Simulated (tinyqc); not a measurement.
Energy conservation against the time step: molecular dynamics of a small cluster by velocity Verlet steps. Computed by tinyqc, a small Python program. Command: `OMP_NUM_THREADS=1 python tinyqc.py 3011004 3011005 out.jsonl verlet walk`. One thread of a shared host (Intel(R) Xeon(R) Processor @ 2.30GHz), about 0.2 s of CPU time with the checks.

E = sum_(i<j) phi(r_ij), phi(r) = eps [exp(-2 alpha (r - r0)) - 2 exp(-alpha (r - r0))]; the force on i is -sum_j phi'(r_ij) (R_i - R_j)/r_ij.

Inputs (values chosen for the exercise, for model atoms): length r0 = 2.96 angstrom; well depth eps = 0.27 eV; stiffness alpha = 1.83 1/angstrom; atomic mass M = 27 u; time step dt = 5.9 fs; steps = 300.

Potential: Morse.

starting positions (angstrom), rows atom 1, atom 2, atom 3, atom 4, atom 5, columns x, y, z:
$$\begin{pmatrix}
-0.01 & 0.01 & 0.01 \\
2.97 & -0.04 & 0.01 \\
1.49 & 2.57 & -0.04 \\
1.44 & 0.83 & 2.41 \\
1.5 & 0.79 & -2.37
\end{pmatrix}$$

starting velocities (angstrom/fs), rows atom 1, atom 2, atom 3, atom 4, atom 5, columns x, y, z:
$$\begin{pmatrix}
-0.00073 & -0.00134 & 0.003 \\
-0.00052 & -0.00014 & -6e-05 \\
0.00116 & -0.00239 & -0.00126 \\
0.0022 & 0.00037 & -0.00273 \\
-0.00211 & 0.0035 & 0.00104
\end{pmatrix}$$

Constants: 1 eV/(angstrom u) = 9.648533212e-03 angstrom/fs^2; k_B = 8.617333262e-05 eV/K.

Method:
- Relax the cluster, diagonalise the Hessian (central differences): omega_max = sqrt(c lambda_max/M). Verlet steps are stable for omega_max dt < 2.
- Velocity Verlet: a = c F/M with c = 9.648533212e-3 angstrom/fs^2 per eV/(angstrom u); R(new) = R + v dt + a dt^2/2; v(new) = v + (a + a(new)) dt/2. Kinetic energy K = M v^2/(2c); temperature T = 2K/((3N - 3) k_B), rotation of the cluster included.
- Runs without thermostat over the same span of time, steps x dt; spread = largest minus smallest value. For contrast, the energy gained over the first 30 dt (dt of the inputs) by explicit Euler steps: R(new) = R + v dt, v(new) = v + a dt.

omega_max dt = 0.309572

Energy error (eV):
```
dt (fs)  omega_max dt  Verlet, spread of U + K  Euler, gain in U + K
0.7375        0.03870               1.1714e-05                0.0125
1.4750        0.07739               4.6834e-05                0.0285
2.9500        0.15479               1.8710e-04                0.0763
5.9000        0.30957               7.5516e-04                0.2966
11.8000       0.61914               3.2123e-03                2.4478
17.7000       0.92872               7.4326e-03                3.3324
```

The Verlet error grows as dt^2.00 between the first rows, the second order of the method. Euler steps gain energy steadily: over that short span the gain in the first row is already 1100 times the Verlet spread of the whole run, and it grows as dt^1.19, tending to the first order of that method as dt shrinks. Caution: where the Euler gain approaches or exceeds the binding energy the cluster has blown apart.

Extremes, crossings and ranges named in words are read from the listed rows.
